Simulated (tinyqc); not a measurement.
Inside a calculation. Method: RHF in the 3-21g basis, for H2, spin multiplicity 1. One step of it, computed by the program tinyqc.

Question. Iteration 1: building the Fock matrix. J_ij = sum D_kl (ij|kl), K_ij = sum D_kl (ik|jl); F = H + J - 0.5 K; E = tr D H + tr D J / 2 - 0.25 tr D K + E_nn.

D at the start, lower triangle:
```
          1H 1s     1H 2s     2H 1s     2H 2s
1H 1s  0.081712
1H 2s  0.157136  0.302180
2H 1s  0.081712  0.157136  0.081712
2H 2s  0.157136  0.302180  0.157136  0.302180
```

core Hamiltonian H = T + V (hartree), lower triangle:
```
           1H 1s      1H 2s      2H 1s      2H 2s
1H 1s  -0.819601
1H 2s  -0.898285  -0.936442
2H 1s  -0.645852  -0.708096  -0.819601
2H 2s  -0.708096  -0.836551  -0.898285  -0.936442
```

Two-electron integrals (ij|kl) in chemists' order, unique and non-zero (hartree):
```
(11|11) 1.140145   (21|11) 0.611403   (21|21) 0.345152   (22|11) 0.626370
(22|21) 0.380329   (22|22) 0.482957   (31|11) 0.311198   (31|21) 0.177482
(31|22) 0.197956   (31|31) 0.119525   (32|11) 0.305950   (32|21) 0.185498
(32|22) 0.231592   (32|31) 0.132448   (32|32) 0.168389   (33|11) 0.627319
(33|21) 0.389124   (33|22) 0.502448   (33|31) 0.311198   (33|32) 0.420264
(33|33) 1.140145   (41|11) 0.420264   (41|21) 0.238215   (41|22) 0.264288
(41|31) 0.132448   (41|32) 0.141591   (41|33) 0.305950   (41|41) 0.168389
(42|11) 0.475538   (42|21) 0.290698   (42|22) 0.375482   (42|31) 0.168903
(42|32) 0.209406   (42|33) 0.475538   (42|41) 0.209406   (42|42) 0.313415
(43|11) 0.389124   (43|21) 0.240297   (43|22) 0.312316   (43|31) 0.177482
(43|32) 0.238215   (43|33) 0.611403   (43|41) 0.185498   (43|42) 0.290698
(43|43) 0.345152   (44|11) 0.502448   (44|21) 0.312316   (44|22) 0.421520
(44|31) 0.197956   (44|32) 0.264288   (44|33) 0.626370   (44|41) 0.231592
(44|42) 0.375482   (44|43) 0.380329   (44|44) 0.482957
```

nuclear repulsion = 0.65089448 hartree

Give: Coulomb J; exchange K; Fock matrix F; total energy of this density.

Answer.

Coulomb J (hartree), lower triangle:
```
       1H 1s  1H 2s  2H 1s  2H 2s
1H 1s  1.366
1H 2s  0.813  0.998
2H 1s  0.487  0.588  1.366
2H 2s  0.588  0.836  0.813  0.998
```

exchange K (hartree), lower triangle:
```
       1H 1s  1H 2s  2H 1s  2H 2s
1H 1s  0.875
1H 2s  0.820  0.889
2H 1s  0.655  0.749  0.875
2H 2s  0.749  0.858  0.820  0.889
```

Fock matrix F (hartree), lower triangle:
```
        1H 1s   1H 2s   2H 1s   2H 2s
1H 1s   0.110
1H 2s  -0.495  -0.383
2H 1s  -0.487  -0.495   0.110
2H 2s  -0.495  -0.429  -0.495  -0.383
```

total energy of this density = -1.09680 hartree
